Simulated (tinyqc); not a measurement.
Collinear exchange A + BC -> AB + C on a London-Eyring-Polanyi-Sato surface: saddle, string of images and rate: one step, computed by the program tinyqc. Command: `OMP_NUM_THREADS=1 python tinyqc.py 3113475 3113476 out.jsonl leps walk`. One thread of a shared host (Intel(R) Xeon(R) Processor @ 2.30GHz), about 0.04 s of CPU time with the checks.

x = r(AB), y = r(BC), r(AC) = x + y. V is counted from separated atoms, the barrier from A + BC, that is V + D(BC).

Task: Frequencies at the saddle. Wilson matrix G = [[1/m_A + 1/m_B, -1/m_B], [-1/m_B, 1/m_B + 1/m_C]]; eigenvalues lambda of G H give nu = 15.6333042 THz x sqrt(|lambda|), the negative one being imaginary. Reactant: nu_BC from k = 2 D beta^2 and 1/m_B + 1/m_C. Skew angle: cos = sqrt(m_A m_C/((m_A + m_B)(m_B + m_C))).

Inputs (values chosen for the exercise, bond data loosely for abstraction of hydrogen from a Ge-H bond by a hydrogen atom; the barrier is not fitted):
```
quantity   value        unit
D(BC)       3.79          eV
beta(BC)    1.45  1/angstrom
mass of A  1.008           u
mass of B  1.008           u
mass of C   72.6           u
```

Hessian (eV/angstrom^2):
```
           x         y
x  -1.987771  6.244623
y   6.244623  6.093992
```

Constants: nu for 1 eV/(angstrom^2 u) = 15.6333042 THz.

Give: imaginary frequency; real frequency at the saddle; nu_BC; skew angle.

Result:

imaginary frequency = 58.32 THz

real frequency at the saddle = 30.13 THz

nu_BC = 62.59 THz

skew angle = 45.39 degrees
